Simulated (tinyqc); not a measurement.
Two-mode optical phonons of a ternary alloy from two coupled oscillators: one step, computed by the program tinyqc. Command: `OMP_NUM_THREADS=1 python tinyqc.py 3017680 3017681 out.jsonl twomode walk`. One thread of a shared host (Intel(R) Xeon(R) Processor @ 2.30GHz), about 0.01 s of CPU time with the checks.

An alloy A(x)B(1-x)C has an A-C and a B-C bond oscillator. Each TO frequency moves linearly from the impurity mode (dilute end) to the TO of the pure crystal; each strength is proportional to the number of bonds.

Task: The two oscillators. omega_1 = (impurity mode of A) + x (omega_TO,AC - impurity mode of A); omega_2 = (impurity mode of B) + (1 - x)(omega_TO,BC - impurity mode of B); eps_inf = x eps_AC + (1 - x) eps_BC; strengths W_1 = x eps_AC (omega_LO,AC^2 - omega_TO,AC^2), W_2 = (1 - x) eps_BC (omega_LO,BC^2 - omega_TO,BC^2).

Inputs (values chosen for the exercise, modelled on In(x)Ga(1-x)As, with A-C the InAs-like and B-C the GaAs-like bond): omega_TO of pure AC = 219 1/cm; omega_LO of pure AC = 242 1/cm; omega_TO of pure BC = 266.2 1/cm; omega_LO of pure BC = 290.9 1/cm; eps_inf of AC = 12.3; eps_inf of BC = 11; impurity mode of A in BC = 232.6 1/cm; impurity mode of B in AC = 242.7 1/cm; fraction x of A = 0.29.

Give: omega_1 (A-C, TO); omega_2 (B-C, TO); eps_inf; W_1; W_2.

Result:

omega_1 (A-C, TO) = 228.656 1/cm

omega_2 (B-C, TO) = 259.385 1/cm

eps_inf = 11.377

W_1 = 37821 1/cm^2

W_2 = 1.075e+05 1/cm^2
